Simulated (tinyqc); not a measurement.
From results back to parameters: metal-induced gap states at the contact of a metal chain and a two-band chain. Three cases, with inputs chosen for the exercise.

Problem. With gap states the barrier for electrons is phi = S (W - chi - p) + p, W being the work function of the metal, S the pinning factor and p the depth of the neutrality level below the conduction edge. The barriers for two metals come from hidden S and p, those of the chain and not of a measured contact.

Case 1.

Values chosen (out of a larger set: gap and optical dielectric constant near those of Ge; the chain itself is a model; not measured data): W1 = 4.35 eV (work function of metal 1); W2 = 5.19 eV (of metal 2); chi = 4.16 eV (electron affinity).

barriers (eV): metal 1 0.38800, metal 2 0.47200

Case 2.

Values chosen (out of a larger set: gap and optical dielectric constant near those of SiO2; the chain itself is a model; not measured data): W1 = 4.07 eV (work function of metal 1); W2 = 5.11 eV (of metal 2); chi = 0.93 eV (electron affinity).

barriers (eV): metal 1 3.29407, metal 2 4.26023

Case 3.

Values chosen (out of a larger set: gap and optical dielectric constant near those of GaAs; the chain itself is a model; not measured data): W1 = 4.32 eV (work function of metal 1); W2 = 5.23 eV (of metal 2); chi = 4.11 eV (electron affinity).

barriers (eV): metal 1 0.47040, metal 2 0.98546

Find: S, p (eV).

Solution. The slope of the barrier against W is S; then p = (phi1 - S (W1 - chi))/(1 - S).

Case 1.

S, p (eV): 0.100  0.410

Case 2.

S, p (eV): 0.929  5.310

Case 3.

S, p (eV): 0.566  0.810

Computed by tinyqc, one run a case: `OMP_NUM_THREADS=1 python tinyqc.py N N+1 out.jsonl` with N = 1450485, 1450590, 1450610; one thread of a shared Intel(R) Xeon(R) Processor @ 2.30GHz, about 0.01 s a run at most.
